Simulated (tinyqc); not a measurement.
Inside a calculation. Method: UHF in the sto-3g basis, for H4+, spin multiplicity 2. One step of it, computed by the program tinyqc.

Problem. Iteration 22 (converged): orbitals. Diagonalise F' = X^T F X, C = X C', fill 2 alpha and 1 beta electrons from the bottom; D(s) = C_occ C_occ^T. Each column has its largest component positive (the first on a tie).

converged F(alpha) (hartree), lower triangle:
```
           1H 1s      2H 1s      3H 1s      4H 1s
1H 1s  -0.722508
2H 1s  -0.730902  -0.687058
3H 1s  -0.077819  -0.240487  -0.687058
4H 1s  -0.005165  -0.077819  -0.730902  -0.722508
```

converged F(beta) (hartree), lower triangle:
```
           1H 1s      2H 1s      3H 1s      4H 1s
1H 1s  -0.357225
2H 1s  -0.506456  -0.526976
3H 1s  -0.137583  -0.328021  -0.526976
4H 1s  -0.060852  -0.137583  -0.506456  -0.357225
```

X, lower triangle:
```
           1H 1s      2H 1s      3H 1s     4H 1s
1H 1s   1.137187
2H 1s  -0.334480   1.162137
3H 1s   0.033660  -0.144532   1.162137
4H 1s  -0.008658   0.033660  -0.334480  1.137187
```

Give: F' = X^T F X; orbital energies; coefficients C; F' = X^T F X; orbital energies; coefficients C; D(alpha) after iteration 22; D(beta) after iteration 22.

Solution.

F' = X^T F X (alpha) (hartree), lower triangle:
```
        1       2       3       4
1  -0.456
2  -0.510  -0.381
3   0.039  -0.150  -0.381
4  -0.005   0.039  -0.510  -0.456
```

orbital energies (alpha) (hartree): MO1 -0.969, MO2 -0.901, MO3 -0.024, MO4 0.218

coefficients C (alpha):
```
         MO1     MO2     MO3     MO4
1H 1s  0.387   0.462   0.729  -0.715
2H 1s  0.382   0.384  -0.646   0.880
3H 1s  0.382  -0.384  -0.646  -0.880
4H 1s  0.387  -0.462   0.729   0.715
```

F' = X^T F X (beta) (hartree), lower triangle:
```
        1       2       3       4
1  -0.139
2  -0.388  -0.277
3  -0.006  -0.252  -0.277
4  -0.034  -0.006  -0.388  -0.139
```

orbital energies (beta) (hartree): MO1 -0.783, MO2 -0.449, MO3 0.082, MO4 0.319

coefficients C (beta):
```
         MO1     MO2     MO3     MO4
1H 1s  0.254   0.428   0.786  -0.736
2H 1s  0.489   0.425  -0.569   0.861
3H 1s  0.489  -0.425  -0.569  -0.861
4H 1s  0.254  -0.428   0.786   0.736
```

D(alpha) after iteration 22, lower triangle:
```
        1H 1s   2H 1s  3H 1s  4H 1s
1H 1s   0.363
2H 1s   0.326   0.294
3H 1s  -0.029  -0.001  0.294
4H 1s  -0.063  -0.029  0.326  0.363
```

D(beta) after iteration 22, lower triangle:
```
       1H 1s  2H 1s  3H 1s  4H 1s
1H 1s  0.065
2H 1s  0.124  0.239
3H 1s  0.124  0.239  0.239
4H 1s  0.065  0.124  0.124  0.065
```
